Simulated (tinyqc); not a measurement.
Surface orientation: inversion layer as a triangular well, valleys of the Ge type.

Four ellipsoidal valleys (eight halves) with their long axes along <111>, mass ml along the axis and mt across it. For a valley whose axis makes the angle theta with the surface normal, 1/m_z = cos^2(theta)/ml + sin^2(theta)/mt sets the confinement; in the plane the masses are m_1 = mt and m_2 = ml mt/m_z, and m_d = sqrt(m_1 m_2). The Gamma and Delta valleys are left out; the heavy Delta valleys, about 0.18 eV up, can lie lowest under strong confinement.

The field is taken as constant, e F = 4 pi (e^2/4 pi eps0)(Nd + eta Ns)/eps, with 1e12/cm^2 = 1e-4/angstrom^2, and the oxide as a hard wall at z = 0; c = hbar^2/2m0.

Level j of a valley lies at E_j = a_j (c (e F)^2/m_z)^(1/3) above the band edge at the surface, with the Airy zeros a_j = 2.338107, 4.087949, 5.520560, 6.786708, 7.944134, 9.022651, 10.040174, 11.008524, 11.936016, 12.828777, and has <z> = 2 E_j/(3 e F).

Subband i holds n_i = g m_d/(2 pi c) kB T ln(1 + exp((EF - E_i)/kB T)) (spin included), and EF is fixed by sum n_i = Ns over the levels listed or, where none are listed, over j = 0 to 9 of each group; 1e12/cm^2 = 1e-4/angstrom^2.

Constants: hbar^2/2m0 = 3.80998211 eV angstrom^2; e^2/(4 pi eps0) = 14.39964547 eV angstrom; kB = 8.617333262e-05 eV/K.

Parameters, chosen for this exercise (near those of Ge; the results hold for these values, not for the real material):

| symbol | value | unit | meaning |
|---|---|---|---|
| ml | 1.598 | m0 | longitudinal mass |
| mt | 0.081 | m0 | transverse mass |
| eps | 16 |  | dielectric constant |
| Nd | 0.43 | x 1e12/cm^2 | depletion charge |
| eta | 0.5 |  | share of Ns in the effective field |
| Ns | 0.92 | x 1e12/cm^2 | electron sheet density |
| T | 300 | K | temperature |

The same densities on four faces. m_c is the conductivity mass averaged over directions in the plane: 1/m_c = sum n_i (1/m_1 + 1/m_2)/2 / Ns.

Cases:

| face |
|---|
| (100) |
| (110) |
| (111) |
| (211) |

Rank the cases by <z> (angstrom), lowest first.

Answer: (111), (211), (110), (100).

Results:

| face | valleys of lowest | lowest E (eV) | EF (eV) | share of lowest (%) | <z> (angstrom) | m_c (m0) |
|---|---|---|---|---|---|---|
| (100) | 4 | 0.0747 | 0.0038 | 87.4 | 55.0 | 0.151 |
| (110) | 2 | 0.0607 | 0.0021 | 50.5 | 52.5 | 0.147 |
| (111) | 1 | 0.0314 | -0.0007 | 24.2 | 47.6 | 0.109 |
| (211) | 1 | 0.0456 | 0.0013 | 27.6 | 51.1 | 0.139 |

The lowest level is deepest on (111), where a valley axis lies closest to the normal, and the lightest conductivity mass is on (111) (0.109 m0, against 0.151 m0 on (100)). EF, counted from the band edge at the surface, is lowest on (111) and spans 5 meV.

Run: tinyqc, `OMP_NUM_THREADS=1 python tinyqc.py 1251606 1251607 out.jsonl`; Intel(R) Xeon(R) Processor @ 2.30GHz, one thread, shared host; about 0.01 s of CPU time with all checks.
